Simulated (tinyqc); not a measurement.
Floating body of a partially depleted SOI transistor: body voltage and kink: two steps of the calculation.

Source at 0 V. Channel current Ic = 2 nf K Vt^2 [F(0) - F(Vd)](1 + la Vd), F(V) = ln^2(1 + exp((Vg - VT - nf V)/(2 nf Vt))), VT = VT0 - gb Vb. Saturation voltage Vs = 2 Vt sqrt(F(0)) + 3 Vt, excess Ve = (Vd - Vs + sqrt((Vd - Vs)^2 + 0.0004 V^2))/2, multiplication M1 = Ai Ve exp(-Bl/Ve). Each junction passes D(v) = J1 (exp(v/Vt) - 1) + J2 (exp(v/(2 Vt)) - 1). Bipolar current Ib = bb J1 (exp(Vb/Vt) - 1). The body settles where M1 (Ic + Ib) = D(Vb) + D(Vb - Vd) + Vb/Rb; drain current Id = (1 + M1)(Ic + Ib) - D(Vb - Vd).

Values chosen for this exercise; values of the order met in partially depleted silicon-on-insulator transistors: temperature T = 358 K; threshold at zero body voltage VT0 = 0.38 V; fall of the threshold per volt of body voltage gb = 0.22; slope factor nf = 1.23; gain factor per width K = 560 uA/(V^2 um); channel-length modulation factor la = 0.02 1/V; impact-ionisation prefactor Ai = 2.53 1/V; impact-ionisation voltage Bl = 6.6 V; diffusion saturation current of each junction J1 = 4.2e-11 uA/um; recombination saturation current of each junction J2 = 2.3e-7 uA/um; gain of the lateral bipolar transistor on the diffusion current bb = 1; resistance of a weak body tie to the source (1e9 stands for no tie, and the term is then dropped) Rb = 1e9 kohm um; gate voltage Vg = 0.61 V; drain voltage Vd = 1.7 V.

Constants: q = 1.602176634e-19 C, kB = 1.380649e-23 J/K, Vt = kB T/q. Results are converted to the units shown.

Task 1. New Vb. Current into the body I_in = M1 (Ic + Ib) - D(Vb - Vd), current out I_out = D(Vb) + Vb/Rb; f = ln(I_in/I_out), s = df/dVb by central differences over 1e-5 V, Vb(new) = Vb - f/s.

Vb at the start = 0.79 V

Wanted: Ic; Ve; M1; I_in; I_out; f; s; Vb after iteration 1.

Result 1.

Ic = 38.450 uA/um
Ve = 1.2789 V
M1 = 0.018568
I_in = 0.81707 uA/um
I_out = 5.6369 uA/um
f = -1.9314
s = -27.994 1/V
Vb after iteration 1 = 0.72101 V

Task 2. Drain current with floating and with grounded body. Id and VT at the converged Vb, Id at Vb = 0, their ratio, and the bipolar share Ib/(Ic + Ib).

converged Vb = 0.72550687 V

Give: VT; Id, floating; Id, grounded; ratio; bipolar share.

Result 2.

VT = 0.22039 V
Id, floating = 37.215 uA/um
Id, grounded = 13.280 uA/um
ratio = 2.8023
bipolar share = 1.8809 %

The body rises to 0.726 V and lowers the threshold by 160 mV.

Range of the model: The multiplication law is an empirical form chosen for the exercise; self-heating and capacitive coupling to the body are left out, and the linear laws are rough once Vb passes about 0.7 V or M1 about 0.1.

Computed by the program tinyqc: `OMP_NUM_THREADS=1 python tinyqc.py 2182103 2182104 out.jsonl`, one thread of a shared Intel Xeon 2.30GHz, about 0.2 s for the whole run.
